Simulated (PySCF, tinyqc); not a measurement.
CIS and TDHF on RHF in the sto-3g basis, for H3+, spin multiplicity 1, step by step. The lowest restricted solution is unstable here: a spin-polarised one lies 0.0001 hartree lower (PySCF). One step of it, computed by the program tinyqc.

Question. TDHF (RPA) singlet states. B(ia,jb) = 2 (ia|jb) - (ib|ja); the squared energies are the eigenvalues of (A - B)(A + B); 1 hartree = 27.211386 eV.

CIS matrix A, singlet (hartree):
```
          1>2       1>3
1>2  0.429560  0.000011
1>3  0.000011  0.882420
```

Two-electron integrals over orbitals (pq|rs), unique and non-zero (hartree):
```
(11|11) 0.561217    (21|11) -0.000077   (21|21) 0.146316    (22|11) 0.476226
(22|21) 0.000117    (22|22) 0.529568    (31|11) 0.094286    (31|21) 0.000026
(31|22) -0.041058   (31|31) 0.136961    (32|11) 0.000041    (32|21) -0.141367
(32|22) -0.000121   (32|31) -0.000067   (32|32) 0.158668    (33|11) 0.566275
(33|21) -0.000116   (33|22) 0.504842    (33|31) 0.082393    (33|32) 0.000094
(33|33) 0.604263
```

Give: TDHF matrix B, singlet; squared energies w^2; TDHF energies from the positive w^2.

Answer.

TDHF matrix B, singlet (hartree):
```
        1>2     1>3
1>2  0.1463  0.0000
1>3  0.0000  0.1370
```

squared energies w^2 (hartree^2): 0.1631  0.7599

TDHF energies from the positive w^2 (eV): 10.9899  23.7209
